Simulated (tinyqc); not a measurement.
# Junction parameters from two forward currents

Problem. D(v) = J1 (exp(v/Vt) - 1) + J2 (exp(v/(2 Vt)) - 1). Find J1, J2 and the voltage 2 Vt ln(J2/J1) near which both parts are equal.

Parameters, values chosen for the exercise:
- T = 358 K (temperature)

Constants: q = 1.602176634e-19 C, kB = 1.380649e-23 J/K, Vt = kB T/q. Results are converted to the units shown.

junction voltages (V): 0.27  0.69
currents (uA/um): 5.6577213e-6  0.0086932038

Solution. The current is linear in J1 and J2, so two points give two equations.

J1 = 6.800e-13 uA/um
J2 = 7.200e-8 uA/um
crossover = 0.7139 V

Program tinyqc, `OMP_NUM_THREADS=1 python tinyqc.py 2182002 2182003 out.jsonl`; Intel Xeon 2.30GHz, shared host, one thread, about 0.2 s.
